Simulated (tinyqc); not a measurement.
Effective-mass impurity with a central-cell term, in a basis of Slater functions: one step, computed by the program tinyqc. Command: `OMP_NUM_THREADS=1 python tinyqc.py 3030120 3030121 out.jsonl centralcell walk`. One thread of a shared host (Intel(R) Xeon(R) Processor @ 2.30GHz), about 0.01 s of CPU time with the checks.

The envelope obeys H = -nabla^2 - (2/r) [Z + A exp(-kappa r)] in effective units, with kappa = a*/lambda; positive A deepens the well near the core.

Task: Matrices over the s basis. zeta_i = zeta_1 beta^(i-1), i = 1..n. For s functions exp(-zeta r), with s = zeta_i + zeta_j: S = 2/s^3, T = zeta_i zeta_j S, V = -2 Z/s^2, W = -2 A/(s + kappa)^2; each function is normalised by dividing by sqrt(S_ii S_jj).

Inputs (values chosen for the exercise, with mass and screening modelled on germanium):
```
quantity,value,unit
charge Z of the core,1,-
central-cell strength A,13,-
basis size n,4,-
smallest exponent zeta_1,0.5,1/a*
ratio beta of exponents,3,-
```

Impurity: donor, one isotropic band.

kappa = 33.07358 1/a*

Give: exponents; overlap S; kinetic T; Coulomb V; central cell W.

Result:

exponents (1/a*): [0.5, 1.5, 4.5, 13.5]

overlap S:
```
,1,2,3,4
1,1.000,0.650,0.216,0.051
2,0.650,1.000,0.650,0.216
3,0.216,0.650,1.000,0.650
4,0.051,0.216,0.650,1.000
```

kinetic T (Ry*):
```
,1,2,3,4
1,0.25,0.4871,0.486,0.3451
2,0.4871,2.25,4.384,4.374
3,0.486,4.384,20.25,39.46
4,0.3451,4.374,39.46,182.25
```

Coulomb V (Ry*):
```
,1,2,3,4
1,-1,-1.299,-1.08,-0.7158
2,-1.299,-3,-3.897,-3.24
3,-1.08,-3.897,-9,-11.69
4,-0.7158,-3.24,-11.69,-27
```

central cell W (Ry*):
```
,1,2,3,4
1,-0.01120,-0.05491,-0.2421,-0.8231
2,-0.05491,-0.2697,-1.195,-4.101
3,-0.2421,-1.195,-5.354,-18.88
4,-0.8231,-4.101,-18.88,-70.90
```
